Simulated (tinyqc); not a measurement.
# Resistance of a source-drain extension with a graded tip: effect of the depth of the extension

y runs along the channel, the gate covers y > 0. The doping is N0 for y < y0 and N0 10^(-(y - y0)/la) beyond, uniform over the depth xj. Sheet conductance s(y) = q mu(N) max(N - Nch, 0) xj + (for y > 0) ma Cox Vo, with mu(N) = u0 + (u1 - u0)/(1 + (N/Nr)^au) and Cox = eps0 eox/tox. Current is taken as one-dimensional; depletion of the tip, spreading and the contact are left out. The metallurgical junction lies at yj, where N = Nch.

R_spacer = integral of dy/s from -Ls to 0, R_ov from 0 to yj, R_channel = (Lg - 2 yj)/(ma Cox Vo), R_total = 2 R_spacer + 2 R_ov + R_channel. Electrical length L_eff = ma Cox dR_total/d(1/Vo); R_series = R_total - L_eff/(ma Cox Vo).

Inputs (values chosen for the exercise); mobility law close to that of electrons in silicon: relative permittivity of the gate insulator (close to silicon dioxide) eox = 3.9; insulator thickness tox = 2.8 nm; active doping of the extension far from the gate N0 = 5.8e19 cm^-3; lateral abruptness la = 2.9 nm/decade; position under the gate where the fall begins (gate edge at 0) y0 = 2 nm; channel doping Nch = 8.7e17 cm^-3; spacer length Ls = 17 nm; gate overdrive Vo = 0.53 V; mobility of the gate-induced layer ma = 180 cm^2/(V s); mobility at low doping u1 = 1414 cm^2/(V s); mobility at high doping u0 = 68.5 cm^2/(V s); reference doping Nr = 9.2e16 cm^-3; exponent au = 0.711; gate length Lg = 50 nm.

Constants: q = 1.602176634e-19 C, eps0 = 8.8541878128e-14 F/cm where lengths are in cm. Results are converted to the units shown.

The same in every row: yj (nm) = 7.289; R_channel (ohm um) = 301.1.

Results:
```
xj (nm)  R_spacer (ohm um)  R_ov (ohm um)  R_total (ohm um)  L_eff (nm)  R_series (ohm um)
4                    56.55          35.08             484.3       41.01              135.7
5.6                  40.39          31.28             444.4       40.15              103.2
7.7                  29.37          27.77             415.3       39.40              80.47
15                   15.08          20.90             373.0       38.08              49.40
21                   10.77          17.80             358.2       37.54              39.16
29                   7.800          15.09             346.8       37.10              31.53
40                   5.655          12.67             337.7       36.73              25.49
```

Estimate the missing row, xj = 11 nm.

Computed row:
```
xj (nm)  R_spacer (ohm um)  R_ov (ohm um)  R_total (ohm um)  L_eff (nm)  R_series (ohm um)
11                   20.56          23.99             390.2       38.65              61.67
```

With this row back in the table: As xj goes from 4 to 40, R_total falls from 484 to 338 ohm um, L_eff falls from 41.0 to 36.7 nm and R_series falls from 136 to 25.5 ohm um.

tinyqc, about 0.03 s, one thread, Intel Xeon 2.30GHz (shared host): `OMP_NUM_THREADS=1 python tinyqc.py 2282118 2282119 out.jsonl`
